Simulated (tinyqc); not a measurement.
Hot electrons in a saturated n-channel MOSFET, lucky-electron model: one step of the calculation.

Beyond pinch-off the lateral field grows as Esat cosh(y/l) over the velocity-saturated region (pseudo-two-dimensional model). Impact ionisation in this region gives the substrate current, which biases the body forward through Rsub. Currents are per width. Local-field laws: they overstate ionisation when the field peak is narrower than an energy relaxation length.

Problem. Length and field scales. Cox = 3.9 eps0/tox, l = sqrt(3 tox xj), Esat = 2 vs/mu.

Values chosen for this exercise; values close to those of silicon n-channel devices:
```
symbol,value,unit,meaning
L,0.8,um,channel length
tox,16,nm,oxide thickness
xj,230,nm,junction depth
mu,390,cm^2/(V s),effective mobility
vs,9.7e6,cm/s,saturation velocity
```

Constants: eps0 = 8.8541878128e-14 F/cm where lengths are in cm. Results are converted to the units shown.

Give: Cox; l; Esat; Esat L.

Solution.

Cox = 0.21582 uF/cm^2
l = 105.07 nm
Esat = 0.049744 MV/cm
Esat L = 3.9795 V

tinyqc, about 0.01 s, one thread, Intel Xeon 2.30GHz (shared host): `OMP_NUM_THREADS=1 python tinyqc.py 2550066 2550067 out.jsonl`
